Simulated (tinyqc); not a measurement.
# Biaxially strained (001) channel, valley splitting in an inversion layer: effect of the temperature

A thin layer grown on a relaxed buffer is stretched in the plane. The two valleys with their long axis along the growth direction (D2) sink against the four in-plane ones (D4); confinement in a triangular well splits them too. Only the lowest subband of each set is kept; one relaxation time, so the weakening of intervalley scattering is left out.

e_par = b1 x, e_perp = -2 (c12/c11) e_par, splitting D = Xu (e_par - e_perp), in-plane stress (c11 + c12 - 2 c12^2/c11) e_par. Levels E(m) = 2.33811 (hbar^2 q^2 F^2/(2 m))^(1/3): E2 = E(ml), E4 = E(mt) + D; N2 = 2 mt kB T/(pi hbar^2), N4 = 4 sqrt(mt ml) kB T/(pi hbar^2). EF solves Ns = N2 ln(1 + exp((EF - E2)/Vt)) + N4 ln(1 + exp((EF - E4)/Vt)); f2 is the share in D2, and 1/mc = f2/mt + (1 - f2)(1/mt + 1/ml)/2. The gain is mc(x = 0)/mc.

Inputs (values chosen for the exercise); values close to those of silicon on relaxed silicon-germanium: germanium share of the relaxed buffer x = 0.35; lattice mismatch per unit x b1 = 0.0418; elastic constant c11 = 167 GPa; elastic constant c12 = 63.8 GPa; shear deformation potential Xu = 8.86 eV; longitudinal mass ml = 0.915 m0; transverse mass mt = 0.189 m0; confining field F = 0.83 MV/cm; inversion density Ns = 2.9e12 cm^-2.

Constants: q = 1.602176634e-19 C, kB = 1.380649e-23 J/K, hbar = 1.054571817e-34 J s, m0 = 9.1093837015e-31 kg, Vt = kB T/q, hbar^2/(2 m0) = 0.0380998212 eV nm^2. Results are converted to the units shown.

The same in every row: D (meV) = 228.7.

Result of one run:
```
f2 without strain	f2	mc (m0)	gain
0.9617	1.000	0.1890	1.015
```

Which temperature T gave this result: 195, 240, 330 or 375 K?

T = 240 K.

The whole series:
```
T (K)	f2 without strain	f2	mc (m0)	gain
150	0.9975	1.000	0.1890	1.001
195	0.9863	1.000	0.1890	1.005
240	0.9617	1.000	0.1890	1.015
285	0.9243	1.000	0.1890	1.031
330	0.8788	1.000	0.1890	1.051
375	0.8299	0.9998	0.1890	1.072
420	0.7813	0.9995	0.1890	1.095
465	0.7351	0.9987	0.1891	1.117
```

As T goes from 150 to 465 K, f2 stays near 1.00 (without strain: it falls from 0.997 to 0.735) and the gain rises from 1.00 to 1.12.

Program tinyqc, `OMP_NUM_THREADS=1 python tinyqc.py 2530097 2530098 out.jsonl`; Intel Xeon 2.30GHz, shared host, one thread, about 0.01 s.
